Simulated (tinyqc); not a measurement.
Permittivity of the insulator from five potentials.

Problem. A node lies on a semiconductor-insulator interface. Steps: hs = tb/2 down into the semiconductor, ho = tox/1 up into the insulator, hy = L/4 sideways. The flux balance of its box reads eox (hy/ho)(above - node) + eps_r (hy/hs)(below - node) + [(eps_r hs + eox ho)/(2 hy)](left + right - 2 node) - q Na (hs/2) hy/eps0 = 0. Find eox.

Parameters, values chosen for the exercise; semiconductor permittivity close to that of In0.53Ga0.47As:
```
symbol,value,unit,meaning
eps_r,13.9,,relative permittivity of the semiconductor
tb,5,nm,half the body thickness
tox,2.7,nm,insulator thickness
L,24,nm,channel length
Na,0,cm^-3,acceptor density of the depleted body
```

Constants: q = 1.602176634e-19 C, eps0 = 8.8541878128e-14 F/cm where lengths are in cm. Results are converted to the units shown.

psi (V): node 0.16655854, above -0.02, below 0.23057323, left 0.54, right 0.11737946

Solution. The balance is linear in eox.

eox = 9.00

tinyqc, about 0.1 s, one thread, Intel Xeon 2.30GHz (shared host): `OMP_NUM_THREADS=1 python tinyqc.py 2480030 2480031 out.jsonl`
